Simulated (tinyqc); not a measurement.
Inside a calculation (part 1 of 2). Method: LCCD on RHF in the sto-3g basis, for H6, spin multiplicity 1. Computed by tinyqc, a small Python program that keeps every step (integrals from PySCF). Settings: charge = 0, multiplicity = 1, basis = sto-3g, method = RHF, energy threshold = 1e-10, iteration cap = 74, orthogonalisation = symmetric, start = core, DIIS depth = 6, amplitude equations = LCCD, DIIS depth for amplitudes = 6, cap on updates = 63. Command: `OMP_NUM_THREADS=1 python tinyqc.py 26660 26661 out.jsonl` (the two numbers bound the seeds that draw the settings). One thread of a shared host (Intel(R) Xeon(R) Processor @ 2.60GHz), about 0.08 s of CPU time with the checks. The early iterations of the SCF are left out here.

## One-electron integrals

Geometry (angstrom):

| atom | x | y | z |
|---|---|---|---|
| H | 0.000000 | 0.000000 | 0.000000 |
| H | 0.000000 | 0.000000 | 0.840000 |
| H | 0.000000 | 0.000000 | 1.774000 |
| H | 0.000000 | 0.000000 | 2.615000 |
| H | 0.000000 | 0.000000 | 3.548000 |
| H | 0.000000 | 0.000000 | 4.389000 |

Basis sto-3g: exponents (1/bohr^2) and contraction coefficients of normalised primitives:

| element | l (shell) | exponent | coefficient |
|---|---|---|---|
| H | s (1) | 3.425251 | 0.154329 |
| H | s (1) | 0.623914 | 0.535328 |
| H | s (1) | 0.168855 | 0.444635 |

Overlap, kinetic and nuclear-attraction integrals over the contracted functions; the nuclear repulsion is the sum of Za Zb / Rab.

nuclear repulsion = 5.23414569 hartree

overlap S, lower triangle:
```
          1H 1s     2H 1s     3H 1s     4H 1s     5H 1s     6H 1s
1H 1s  1.000000
2H 1s  0.595081  1.000000
3H 1s  0.170835  0.536169  1.000000
4H 1s  0.039782  0.170572  0.594443  1.000000
5H 1s  0.005368  0.033173  0.170835  0.536782  1.000000
6H 1s  0.000632  0.005356  0.039782  0.170835  0.594443  1.000000
```

kinetic energy T (hartree), lower triangle:
```
           1H 1s      2H 1s      3H 1s      4H 1s     5H 1s     6H 1s
1H 1s   0.760032
2H 1s   0.181673   0.760032
3H 1s  -0.005379   0.137649   0.760032
4H 1s  -0.009882  -0.005411   0.181164   0.760032
5H 1s  -0.002841  -0.009147  -0.005379   0.138077  0.760032
6H 1s  -0.000511  -0.002836  -0.009882  -0.005379  0.181164  0.760032
```

nuclear attraction V (hartree), lower triangle:
```
           1H 1s      2H 1s      3H 1s      4H 1s      5H 1s      6H 1s
1H 1s  -2.590358
2H 1s  -1.587062  -3.006641
3H 1s  -0.446306  -1.543717  -3.162033
4H 1s  -0.102457  -0.471296  -1.783117  -3.162361
5H 1s  -0.013519  -0.087210  -0.472092  -1.545869  -3.006779
6H 1s  -0.001569  -0.013487  -0.102456  -0.446296  -1.584984  -2.589752
```

core Hamiltonian H = T + V (hartree), lower triangle:
```
           1H 1s      2H 1s      3H 1s      4H 1s      5H 1s      6H 1s
1H 1s  -1.830327
2H 1s  -1.405389  -2.246610
3H 1s  -0.451685  -1.406068  -2.402001
4H 1s  -0.112339  -0.476707  -1.601953  -2.402329
5H 1s  -0.016360  -0.096357  -0.477471  -1.407792  -2.246747
6H 1s  -0.002080  -0.016323  -0.112338  -0.451675  -1.403820  -1.829720
```

## Two-electron integrals

Functions are numbered as in S; the eight-fold symmetry (ij|kl) = (ji|kl) = (kl|ij) leaves the list below.

Two-electron integrals (ij|kl) in chemists' order, unique and non-zero (hartree):
```
(11|11) 0.774606   (21|11) 0.389250   (21|21) 0.236105   (22|11) 0.533088
(22|21) 0.389250   (22|22) 0.774606   (31|11) 0.084937   (31|21) 0.056426
(31|22) 0.104467   (31|31) 0.015657   (32|11) 0.210308   (32|21) 0.159727
(32|22) 0.340862   (32|31) 0.050990   (32|32) 0.187203   (33|11) 0.296004
(33|21) 0.226423   (33|22) 0.500059   (33|31) 0.084937   (33|32) 0.340862
(33|33) 0.774606   (41|11) 0.015852   (41|21) 0.010994   (41|22) 0.021258
(41|31) 0.003311   (41|32) 0.011418   (41|33) 0.021262   (41|41) 0.000754
(42|11) 0.053584   (42|21) 0.040088   (42|22) 0.084784   (42|31) 0.013554
(42|32) 0.050900   (42|33) 0.104292   (42|41) 0.003306   (42|42) 0.015606
(43|11) 0.144053   (43|21) 0.106243   (43|22) 0.226114   (43|31) 0.040106
(43|32) 0.159506   (43|33) 0.388716   (43|41) 0.010983   (43|42) 0.056268
(43|43) 0.235540   (44|11) 0.202302   (44|21) 0.144173   (44|22) 0.295845
(44|31) 0.053651   (44|32) 0.210178   (44|33) 0.532727   (44|41) 0.015852
(44|42) 0.084784   (44|43) 0.388716   (44|44) 0.774606   (51|11) 0.001647
(51|21) 0.001190   (51|22) 0.002418   (51|31) 0.000392   (51|32) 0.001431
(51|33) 0.002900   (51|41) 0.000096   (51|42) 0.000446   (51|43) 0.001609
(51|44) 0.002499   (51|51) 0.000013   (52|11) 0.008358   (52|21) 0.006147
(52|22) 0.012889   (52|31) 0.002153   (52|32) 0.008183   (52|33) 0.017760
(52|41) 0.000556   (52|42) 0.002724   (52|43) 0.010559   (52|44) 0.017757
(52|51) 0.000080   (52|52) 0.000520   (53|11) 0.034671   (53|21) 0.024791
(53|22) 0.051016   (53|31) 0.009089   (53|32) 0.035251   (53|33) 0.084937
(53|41) 0.002542   (53|42) 0.013136   (53|43) 0.056368   (53|44) 0.104470
(53|51) 0.000392   (53|52) 0.002728   (53|53) 0.015657   (54|11) 0.092592
(54|21) 0.064187   (54|22) 0.127552   (54|31) 0.022882   (54|32) 0.086724
(54|33) 0.210480   (54|41) 0.006652   (54|42) 0.035238   (54|43) 0.159738
(54|44) 0.341356   (54|51) 0.001093   (54|52) 0.008192   (54|53) 0.051047
(54|54) 0.187678   (55|11) 0.149147   (55|21) 0.101026   (55|22) 0.195373
(55|31) 0.034671   (55|32) 0.127437   (55|33) 0.296004   (55|41) 0.009800
(55|42) 0.050953   (55|43) 0.226253   (55|44) 0.500401   (55|51) 0.001647
(55|52) 0.012889   (55|53) 0.084937   (55|54) 0.341356   (55|55) 0.774606
(61|11) 0.000155   (61|21) 0.000112   (61|22) 0.000231   (61|31) 0.000039
(61|32) 0.000149   (61|33) 0.000329   (61|41) 0.000010   (61|42) 0.000051
(61|43) 0.000198   (61|44) 0.000329   (61|51) 1.49e-06   (61|52) 0.000010
(61|53) 0.000051   (61|54) 0.000149   (61|55) 0.000232   (61|61) 1.81e-07
(62|11) 0.001117   (62|21) 0.000800   (62|22) 0.001643   (62|31) 0.000286
(62|32) 0.001089   (62|33) 0.002493   (62|41) 0.000077   (62|42) 0.000390
(62|43) 0.001605   (62|44) 0.002893   (62|51) 0.000012   (62|52) 0.000080
(62|53) 0.000446   (62|54) 0.001429   (62|55) 0.002413   (62|61) 1.49e-06
(62|62) 0.000013   (63|11) 0.007001   (63|21) 0.004888   (63|22) 0.009795
(63|31) 0.001748   (63|32) 0.006642   (63|33) 0.015852   (63|41) 0.000492
(63|42) 0.002538   (63|43) 0.010983   (63|44) 0.021262   (63|51) 0.000078
(63|52) 0.000556   (63|53) 0.003311   (63|54) 0.011432   (63|55) 0.021262
(63|61) 0.000010   (63|62) 0.000095   (63|63) 0.000754   (64|11) 0.026126
(64|21) 0.017797   (64|22) 0.034658   (64|31) 0.006168   (64|32) 0.022851
(64|33) 0.053651   (64|41) 0.001748   (64|42) 0.009073   (64|43) 0.040106
(64|44) 0.084937   (64|51) 0.000286   (64|52) 0.002153   (64|53) 0.013574
(64|54) 0.051047   (64|55) 0.104470   (64|61) 0.000039   (64|62) 0.000391
(64|63) 0.003311   (64|64) 0.015657   (65|11) 0.079441   (65|21) 0.053046
(65|22) 0.100903   (65|31) 0.017781   (65|32) 0.064047   (65|33) 0.144053
(65|41) 0.004883   (65|42) 0.024727   (65|43) 0.106159   (65|44) 0.226253
(65|51) 0.000801   (65|52) 0.006139   (65|53) 0.040106   (65|54) 0.159738
(65|55) 0.388716   (65|61) 0.000112   (65|62) 0.001186   (65|63) 0.010983
(65|64) 0.056368   (65|65) 0.235540   (66|11) 0.120569   (66|21) 0.079516
(66|22) 0.149105   (66|31) 0.026126   (66|32) 0.092472   (66|33) 0.202302
(66|41) 0.007001   (66|42) 0.034612   (66|43) 0.144053   (66|44) 0.296004
(66|51) 0.001119   (66|52) 0.008354   (66|53) 0.053651   (66|54) 0.210480
(66|55) 0.532727   (66|61) 0.000155   (66|62) 0.001643   (66|63) 0.015852
(66|64) 0.084937   (66|65) 0.388716   (66|66) 0.774606
```

## Orthogonalisation

S = U s U^T; symmetric (Loewdin) form X = U s^(-1/2) U^T, so that X^T S X = 1.

eigenvalues of S: 0.180848  0.296340  0.520150  1.040830  1.670754  2.291078

X, lower triangle:
```
           1H 1s      2H 1s      3H 1s      4H 1s      5H 1s     6H 1s
1H 1s   1.196784
2H 1s  -0.440944   1.389978
3H 1s   0.085921  -0.443192   1.408059
4H 1s  -0.018934   0.095923  -0.498352   1.408591
5H 1s   0.004450  -0.017364   0.095981  -0.443798   1.389879
6H 1s  -0.001211   0.004440  -0.018901   0.085908  -0.440273  1.196229
```

## Starting guess

The start is the orbitals of the core Hamiltonian; D = 2 C_occ C_occ^T.

D at the start, lower triangle:
```
           1H 1s      2H 1s      3H 1s      4H 1s     5H 1s     6H 1s
1H 1s   0.133371
2H 1s   0.373587   1.323150
3H 1s  -0.154830   0.036258   1.063862
4H 1s  -0.256060  -0.720545   0.513050   1.062082
5H 1s   0.233165   0.277246  -0.722536   0.037514  1.323322
6H 1s   0.114252   0.232552  -0.256276  -0.154045  0.372738  0.132773
```

## Iteration 7 (converged): orbitals

converged F (hartree), lower triangle:
```
           1H 1s      2H 1s      3H 1s      4H 1s      5H 1s      6H 1s
1H 1s  -0.315589
2H 1s  -0.555951  -0.435748
3H 1s  -0.213896  -0.460188  -0.447616
4H 1s  -0.036513  -0.214127  -0.574222  -0.447949
5H 1s  -0.003791  -0.046332  -0.214478  -0.460739  -0.435630
6H 1s  -0.008640  -0.003768  -0.036463  -0.213922  -0.555453  -0.315075
```

Diagonalise F' = X^T F X, C = X C', fill 3 alpha and 3 beta electrons from the bottom; D = 2 C_occ C_occ^T. Each column has its largest component positive (the first on a tie).

F' = X^T F X (hartree), lower triangle:
```
           1          2          3          4          5         6
1   0.037462
2  -0.604315   0.164700
3   0.094415  -0.498837   0.178473
4   0.003020   0.106465  -0.662244   0.178761
5   0.007935  -0.020149   0.106469  -0.499520   0.164715
6  -0.013793   0.007918   0.003153   0.094404  -0.603666  0.037209
```

orbital energies (hartree): MO1 -0.737304, MO2 -0.589374, MO3 -0.363925, MO4 0.329372, MO5 0.785703, MO6 1.336849

coefficients C:
```
            MO1        MO2        MO3        MO4        MO5        MO6
1H 1s  0.155625   0.342310   0.457771  -0.666364  -0.760876  -0.510452
2H 1s  0.260374   0.409468   0.280667   0.388925   0.975506   0.956716
3H 1s  0.356247   0.127571  -0.446092   0.605527  -0.387773  -1.259024
4H 1s  0.356483  -0.128350  -0.445618  -0.604710  -0.389093   1.259835
5H 1s  0.260478  -0.408899   0.281548  -0.389886   0.974506  -0.957133
6H 1s  0.155467  -0.341450   0.458718   0.667267  -0.759053   0.509879
```

D after iteration 7, lower triangle:
```
           1H 1s      2H 1s      3H 1s      4H 1s     5H 1s     6H 1s
1H 1s   0.701899
2H 1s   0.618334   0.628465
3H 1s  -0.210196   0.039581   0.684369
4H 1s  -0.384897  -0.169613   0.618818   0.684257
5H 1s   0.058902  -0.041177  -0.169931   0.039750  0.628632
6H 1s   0.234601   0.058827  -0.385610  -0.210334  0.618530  0.702361
```

## Convergence

Stop when the energy changes by less than 1e-10 hartree and every element of the error matrix X^T (F D S - S D F) X is below 3e-06.

Course of the cycle:

| iteration | E (hartree) | change | largest element of the error matrix |
|---|---|---|---|
| 1 | -2.73493277 | - | 5.00e-01 |
| 2 | -3.19185643 | -4.57e-01 | 4.08e-02 |
| 3 | -3.19713659 | -5.28e-03 | 1.25e-02 |
| 4 | -3.19753098 | -3.94e-04 | 1.10e-03 |
| 5 | -3.19753484 | -3.86e-06 | 3.19e-05 |
| 6 | -3.19753484 | -2.27e-09 | 4.92e-07 |
| 7 | -3.19753484 | -4.97e-13 | 2.22e-08 |

PySCF RHF in the same basis = -3.19753484 hartree

Converged in 7 iterations.

## Populations, bond orders and dipole

Mulliken: Z minus the diagonal of D S on the atom; Loewdin: the same with S^(1/2) D S^(1/2); Mayer order: 2 sum_s sum (D(s) S)_ij (D(s) S)_ji over the two atoms.

Charges (e):

| atom | Mulliken | Loewdin |
|---|---|---|
| 1H | -0.019101 | -0.041643 |
| 2H | 0.012336 | 0.034142 |
| 3H | 0.006837 | 0.007511 |
| 4H | 0.006730 | 0.007567 |
| 5H | 0.012431 | 0.034223 |
| 6H | -0.019232 | -0.041800 |

Mayer bond orders:

| pair | order |
|---|---|
| 2-1 | 0.854121 |
| 3-1 | -0.001473 |
| 3-2 | 0.142861 |
| 4-1 | 0.107523 |
| 4-2 | -0.001318 |
| 4-3 | 0.751889 |
| 5-1 | -0.000213 |
| 5-2 | 0.004397 |
| 5-3 | -0.001319 |
| 5-4 | 0.143336 |
| 6-1 | 0.039677 |
| 6-2 | -0.000213 |
| 6-3 | 0.107995 |
| 6-4 | -0.001474 |
| 6-5 | 0.853645 |

dipole moment about the origin, x y z (debye): 0.000000  0.000000  -0.001038

## Integrals over molecular orbitals

(pq|rs) = sum C_ip C_jq C_kr C_ls (ij|kl), one index at a time.

one-electron integrals over orbitals h = C^T H C (hartree), lower triangle:
```
           1          2          3          4          5          6
1  -2.478177
2   0.000218  -2.204527
3   0.158827  -0.000098  -2.058373
4   0.000135  -0.223434   0.000503  -1.750529
5  -0.071155  -0.000334  -0.189808  -0.000021  -1.379653
6  -0.000096  -0.049957   0.000084   0.171461   0.000188  -1.106853
```

Two-electron integrals over orbitals (pq|rs), unique and non-zero (hartree):
```
(11|11) 0.456037    (21|11) -0.000152   (21|21) 0.133258    (22|11) 0.367237
(22|21) 0.000292    (22|22) 0.403225    (31|11) -0.084586   (31|21) 0.000019
(31|22) 0.031446    (31|31) 0.108582    (32|11) 0.000034    (32|21) 0.109861
(32|22) 0.000306    (32|31) -0.000135   (32|32) 0.135146    (33|11) 0.396101
(33|21) -0.000246   (33|22) 0.372929    (33|31) -0.027273   (33|32) -0.000256
(33|33) 0.400116    (41|11) -0.000059   (41|21) 0.049944    (41|22) -0.000067
(41|31) -0.000088   (41|32) -0.010607   (41|33) 0.000054    (41|41) 0.079760
(42|11) 0.080156    (42|21) -0.000187   (42|22) 0.011683    (42|31) -0.060099
(42|32) -0.000070   (42|33) 0.008527    (42|41) -0.000072   (42|42) 0.084866
(43|11) -0.000188   (43|21) -0.081778   (43|22) -0.000210   (43|31) 0.000237
(43|32) -0.084329   (43|33) 0.000135    (43|41) -0.011153   (43|42) -0.000121
(43|43) 0.099987    (44|11) 0.402508    (44|21) -0.000200   (44|22) 0.377504
(44|31) -0.027163   (44|32) -0.000188   (44|33) 0.392244    (44|41) 0.000013
(44|42) 0.023102    (44|43) 0.000073    (44|44) 0.409687    (51|11) 0.004785
(51|21) 0.000042    (51|22) 0.035920    (51|31) 0.032878    (51|32) -0.000068
(51|33) -0.014448   (51|41) 0.000006    (51|42) 0.028981    (51|43) -0.000025
(51|44) -0.001635   (51|51) 0.053591    (52|11) 0.000109    (52|21) 0.040996
(52|22) 0.000036    (52|31) -0.000143   (52|32) 0.001868    (52|33) 0.000044
(52|41) 0.053732    (52|42) 0.000114    (52|43) 0.031623    (52|44) 0.000037
(52|51) 0.000087    (52|52) 0.083857    (53|11) 0.085846    (53|21) -0.000174
(53|22) 0.014800    (53|31) -0.064423   (53|32) -0.000035   (53|33) 0.023261
(53|41) -0.000067   (53|42) 0.077779    (53|43) -0.000155   (53|44) 0.019863
(53|51) 0.019342    (53|52) 0.000092    (53|53) 0.085094    (54|11) -0.000014
(54|21) 0.113838    (54|22) 0.000284    (54|31) -0.000103   (54|32) 0.127298
(54|33) -0.000276   (54|41) 0.002944    (54|42) -0.000082   (54|43) -0.085126
(54|44) -0.000215   (54|51) -0.000039   (54|52) 0.007875    (54|53) -0.000067
(54|54) 0.138031    (55|11) 0.391262    (55|21) 0.000228    (55|22) 0.411649
(55|31) 0.015918    (55|32) 0.000242    (55|33) 0.391038    (55|41) -0.000043
(55|42) 0.021172    (55|43) -0.000202   (55|44) 0.401475    (55|51) 0.033892
(55|52) 0.000053    (55|53) 0.023993    (55|54) 0.000242    (55|55) 0.443208
(61|11) 0.000056    (61|21) -0.002054   (61|22) 0.000047    (61|31) -0.000038
(61|32) 0.022623    (61|33) -0.000036   (61|41) -0.029740   (61|42) 0.000037
(61|43) 0.039147    (61|44) -0.000027   (61|51) -0.000042   (61|52) 0.029859
(61|53) 0.000024    (61|54) 0.019213    (61|55) 0.000032    (61|61) 0.066553
(62|11) 0.008099    (62|21) 0.000065    (62|22) 0.037823    (62|31) 0.030199
(62|32) -0.000046   (62|33) -0.004046   (62|41) 0.000033    (62|42) 0.023266
(62|43) -0.000037   (62|44) -0.005614   (62|51) 0.046898    (62|52) 0.000103
(62|53) 0.024955    (62|54) -0.000039   (62|55) 0.037175    (62|61) -0.000049
(62|62) 0.049531    (63|11) -0.000057   (63|21) 0.050659    (63|22) -0.000044
(63|31) -0.000083   (63|32) -0.001975   (63|33) 0.000034    (63|41) 0.072947
(63|42) -0.000074   (63|43) -0.013450   (63|44) 0.000035    (63|51) 4.48e-06
(63|52) 0.052678    (63|53) -0.000084   (63|54) -0.000986   (63|55) -0.000045
(63|61) -0.028346   (63|62) 0.000026    (63|63) 0.078503    (64|11) -0.087609
(64|21) 0.000035    (64|22) 0.022493    (64|31) 0.103353    (64|32) -0.000112
(64|33) -0.030576   (64|41) -0.000079   (64|42) -0.061833   (64|43) 0.000230
(64|44) -0.032365   (64|51) 0.029573    (64|52) -0.000141   (64|53) -0.065377
(64|54) -0.000094   (64|55) 0.018881    (64|61) -0.000036   (64|62) 0.029881
(64|63) -0.000083   (64|64) 0.113384    (65|11) -0.000137   (65|21) 0.135964
(65|22) 0.000287    (65|31) -0.000013   (65|32) 0.114994    (65|33) -0.000256
(65|41) 0.050671    (65|42) -0.000179   (65|43) -0.086931   (65|44) -0.000209
(65|51) 0.000032    (65|52) 0.042914    (65|53) -0.000166   (65|54) 0.122635
(65|55) 0.000243    (65|61) -0.002736   (65|62) 0.000060    (65|63) 0.056699
(65|64) 4.27e-06    (65|65) 0.155801    (66|11) 0.491238    (66|21) -0.000168
(66|22) 0.396702    (66|31) -0.092692   (66|32) 0.000032    (66|33) 0.431205
(66|41) -0.000062   (66|42) 0.089514    (66|43) -0.000210   (66|44) 0.442945
(66|51) 0.005480    (66|52) 0.000127    (66|53) 0.098768    (66|54) -0.000019
(66|55) 0.434961    (66|61) 0.000062    (66|62) 0.010043    (66|63) -0.000063
(66|64) -0.103729   (66|65) -0.000165   (66|66) 0.563937
```

## LCCD: starting amplitudes

t_ij^ab = <ij||ab> / (e_i + e_j - e_a - e_b), whose energy is MP2.

Starting amplitudes (spin orbitals 1a, 1b, ...; amplitudes related by a flip of all spins are not repeated; the 24 largest):

| from | to | t |
|---|---|---|
| 3a 3b | 4a 4b | -0.072110 |
| 2a 2b | 4a 4b | -0.046186 |
| 2a 3b | 4a 5b | -0.037604 |
| 1a 1b | 4a 4b | -0.037387 |
| 3a 3b | 5a 5b | -0.037009 |
| 2a 2b | 5a 5b | -0.030492 |
| 1a 3b | 4a 6b | -0.026359 |
| 3a 3b | 6a 6b | -0.023079 |
| 2a 3a | 4a 5a | -0.022315 |
| 1a 2b | 4a 5b | -0.022006 |
| 1a 1b | 5a 5b | -0.017594 |
| 2a 3b | 5a 6b | -0.017126 |
| 1a 1b | 6a 6b | -0.016043 |
| 2a 3b | 4b 5a | 0.015289 |
| 1a 3b | 4b 6a | 0.014146 |
| 1a 2b | 5a 6b | -0.013597 |
| 2a 2b | 6a 6b | -0.012857 |
| 1a 3a | 4a 6a | -0.012213 |
| 1a 2b | 4b 5a | 0.011869 |
| 1a 2a | 4a 5a | -0.010137 |
| 1a 1b | 4a 6b | 0.009469 |
| 2a 3a | 5a 6a | -0.009013 |
| 1a 2b | 5b 6a | 0.008657 |
| 2a 2b | 4a 6b | -0.008178 |

correlation energy = -0.04909838 hartree

## LCCD: amplitude update 1

t_ij^ab D_ij^ab are set to the remaining terms of the spin-orbital equations, evaluated with the old amplitudes; for the doubles these are <ij||ab> + 1/2 <ab||ef> t_ij^ef + 1/2 <mn||ij> t_mn^ab + P(ij)P(ab) <mb||ej> t_im^ae, D the orbital-energy denominators (linear CCD).

Amplitudes after update 1 (spin orbitals 1a, 1b, ...; amplitudes related by a flip of all spins are not repeated; the 24 largest):

| from | to | t |
|---|---|---|
| 3a 3b | 4a 4b | -0.104421 |
| 2a 2b | 4a 4b | -0.055981 |
| 2a 3b | 4a 5b | -0.053339 |
| 1a 1b | 4a 4b | -0.043130 |
| 3a 3b | 5a 5b | -0.042554 |
| 2a 2b | 5a 5b | -0.040314 |
| 1a 3b | 4a 6b | -0.037979 |
| 1a 2b | 4a 5b | -0.028115 |
| 2a 3b | 4b 5a | 0.027030 |
| 2a 3a | 4a 5a | -0.026309 |
| 3a 3b | 6a 6b | -0.024145 |
| 1a 3b | 4b 6a | 0.022415 |
| 1a 1b | 5a 5b | -0.020791 |
| 2a 3b | 5a 6b | -0.020593 |
| 1a 1b | 6a 6b | -0.020324 |
| 1a 2b | 5a 6b | -0.018489 |
| 1a 2b | 4b 5a | 0.016363 |
| 1a 3a | 4a 6a | -0.015564 |
| 2a 2b | 6a 6b | -0.014236 |
| 2a 2b | 4a 6b | -0.013820 |
| 1a 3b | 5a 5b | -0.012625 |
| 1a 1b | 4a 6b | 0.012618 |
| 1a 2b | 5b 6a | 0.012208 |
| 1a 2a | 4a 5a | -0.011752 |

correlation energy = -0.06476365 hartree

## LCCD: amplitude update 2

As before.

Amplitudes after update 2 (spin orbitals 1a, 1b, ...; amplitudes related by a flip of all spins are not repeated; the 24 largest):

| from | to | t |
|---|---|---|
| 3a 3b | 4a 4b | -0.122868 |
| 2a 3b | 4a 5b | -0.059777 |
| 2a 2b | 4a 4b | -0.059106 |
| 2a 2b | 5a 5b | -0.044694 |
| 1a 1b | 4a 4b | -0.043916 |
| 3a 3b | 5a 5b | -0.043767 |
| 1a 3b | 4a 6b | -0.042383 |
| 2a 3b | 4b 5a | 0.032314 |
| 1a 2b | 4a 5b | -0.029522 |
| 2a 3a | 4a 5a | -0.027463 |
| 1a 3b | 4b 6a | 0.025477 |
| 3a 3b | 6a 6b | -0.023735 |
| 1a 1b | 6a 6b | -0.022363 |
| 1a 1b | 5a 5b | -0.022167 |
| 2a 3b | 5a 6b | -0.021101 |
| 1a 2b | 5a 6b | -0.020409 |
| 1a 2b | 4b 5a | 0.017360 |
| 1a 3a | 4a 6a | -0.016906 |
| 2a 2b | 4a 6b | -0.015897 |
| 2a 2b | 6a 6b | -0.014809 |
| 1a 3b | 5a 5b | -0.014645 |
| 1a 2b | 5b 6a | 0.013639 |
| 1a 1b | 4a 6b | 0.013427 |
| 1a 2a | 4a 5a | -0.012163 |

correlation energy = -0.07088950 hartree
